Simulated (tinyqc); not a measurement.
# Holstein polaron on two sites, step by step

A worked calculation. Computed by tinyqc, a small Python program that keeps every step. Command: `OMP_NUM_THREADS=1 python tinyqc.py 3009686 3009687 out.jsonl holstein walk`. One thread of a shared host (Intel(R) Xeon(R) Processor @ 2.30GHz), about 0.01 s of CPU time with the checks. Intermediate numbers are printed to about 7 digits and carried at full precision; extremes and crossings named in words are read from the listed rows.

One electron on sites 1 and 2: H = -t (c1+ c2 + c2+ c1) + hbar omega sum_i b_i+ b_i - g hbar omega sum_i n_i (b_i + b_i+). The symmetric phonon shifts the energy by -g^2 hbar omega/2 and drops out; with b = (b_1 - b_2)/sqrt(2) there remains H = -t sigma_x + hbar omega b+ b - (g hbar omega/sqrt(2)) sigma_z (b + b+). Parity splits it into blocks p = +1 and -1 over phonon numbers n. Zero-point energies are left out. Weights Z refer to mode b alone; the displaced symmetric mode multiplies the full zero-phonon weight by exp(-g^2/2).

Inputs (values chosen for the exercise, for a model dimer):
```
quantity                  value  unit
hopping t                   200   meV
phonon energy hbar omega    128   meV
coupling g                 2.09     -
phonon levels kept N          3     -
```

## Energy scales

Polaron binding energy E_p = g^2 hbar omega; ratio E_p/t (the adiabatic potential has two wells when it exceeds 1); adiabaticity hbar omega/t.

E_p = 559.1168 meV

E_p/t = 2.795584

hbar omega/t = 0.64

## The even block in a small basis

Block p: H_nn = n hbar omega - p t (-1)^n - g^2 hbar omega/2, H_(n,n+1) = -(g hbar omega/sqrt(2)) sqrt(n + 1). Take p = +1 and n = 0..N-1.

H, even block (meV):
```
           1          2          3
1  -479.5584  -189.1652     0.0000
2  -189.1652    48.4416  -267.5200
3     0.0000  -267.5200  -223.5584
```

## Levels in the small basis

Diagonalise H; the eigenvector has its largest component positive; Z is the weight of n = 0.

levels (meV): -567.3458  -336.3314  249.0020

lowest eigenvector: 0.8620115  0.4000405  0.3112936

Z in the small basis = 0.7430639

## Converged results

Use 60 levels in both blocks; Z = c_0^2 is the weight of n = 0 in the ground state c; the splitting is the lowest odd level less the lowest even one, which without coupling is the smaller of 2t and hbar omega; <sigma_x> = sum (-1)^n c_n^2 measures the kinetic energy.

ground-state energy = -605.0866 meV

weight Z of n = 0 in mode b = 0.3505812

mean phonon number in b = 1.499338

splitting = 8.836295 meV

splitting/(2t) = 0.02209074

<sigma_x> = 0.4578576

The small basis misses the ground-state energy by 37.7 meV. The splitting has collapsed while <sigma_x> stays much larger: the electron still makes virtual hops, but drags its distortion only slowly.

## Approximations to the ground state

Second order: E = -t - E_p/2 - (E_p/2) hbar omega/(hbar omega + 2t). Lang-Firsov: E = -E_p - t exp(-g^2). Variable displacement: E(x) = -E_p/2 - t exp(-g^2 x^2) - (E_p/2)(2x - x^2), minimised over 0 <= x <= 1. Adiabatic, classical lattice: E = -E_p/2 - t for E_p < t, else -E_p - t^2/(2 E_p); it leaves out the change of zero-point energy.

Ground-state energy (meV):
```
method                         E  E - exact
second order in g      -547.3301   57.75650
Lang-Firsov            -561.6519   43.43477
variable displacement  -562.3273   42.75934
adiabatic, classical   -594.8875   10.19913
```

best displacement x = 0.93655

Closest here is adiabatic, classical (+10.20 meV), furthest second order in g (+57.76 meV), at hbar omega/t = 0.64 and E_p/t = 2.80. Lang-Firsov and variable displacement are variational and lie above the exact value.

Checks made by the program: 60 against 80 levels (relative difference below 1e-10); Hellmann-Feynman: dE/dt = -<sigma_x> (relative difference 1e-10).
